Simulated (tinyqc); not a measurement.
Convergence with cell size: Koster-Slater impurity in a tight-binding band, by Green functions and by supercells. Computed by tinyqc, a small Python program. Command: `OMP_NUM_THREADS=1 python tinyqc.py 3004123 3004124 out.jsonl kosterslater walk`. One thread of a shared host (Intel(R) Xeon(R) Processor @ 2.30GHz), about 0.03 s of CPU time with the checks.

One orbital per site, e(k) = -2 t sum cos(k_i) over 1 direction(s), band from -2 t to 2 t, lattice constant 1. One site has the extra energy U. Spin is left out.

Inputs (values chosen for the exercise, for a model band): hopping t = 0.84 eV; impurity potential U = -0.958 eV.

Lattice: chain.

Method:
- Outside the band G0(E) = sign(E)/sqrt(E^2 - 4 t^2).
- A bound state solves 1/U = G0(E).
- Bisection in ln(distance from the edge) between 1e-5 t and |U| + t. Weight on the impurity site: -1/(U^2 dG0/dE), by a central difference with step min(1e-4 t, distance/30). Decay length along an axis: 1/arccosh(1 + distance/(2 t)).
- In a periodic cell of N sites along each direction with Bloch vector K, the level solves 1/U = N^-d sum_k 1/(E - e(k)), k_i = (2 pi m_i + K_i)/N, m_i = 0..N-1; the outermost root on the side of U is taken (bisection). d is the number of directions. Gamma means K_i = 0, the zone corner K_i = pi, the quarter point K_i = pi/2.
- Even N; errors against the isolated level E_b, set to 0 below 1e-6 t.

level E_b = -1.93395 eV

decay length = 1.84115 sites

Error of the level (eV):
```
N   sites        Gamma      corner  quarter point
4       4  -8.8914e-02  1.7408e-01     1.3450e-02
6       6  -3.1815e-02  4.4837e-02     1.4235e-03
8       8  -1.1437e-02  1.3450e-02     1.6005e-04
12     12  -1.3815e-03  1.4235e-03     2.0710e-06
16     16  -1.5929e-04  1.6005e-04              0
24     24  -2.0708e-06  2.0710e-06              0
```

What does the comparison show, and why?

The error at Gamma falls exponentially, between the last two resolved rows by exp(-0.543) per site against 1/(decay length) = 0.543. Gamma and the corner err in opposite directions. Among the sizes listed an error below 1 meV is first reached at N = 16 at Gamma; at the quarter point N = 8 is enough.

Extremes, crossings and ranges named in words are read from the listed rows.
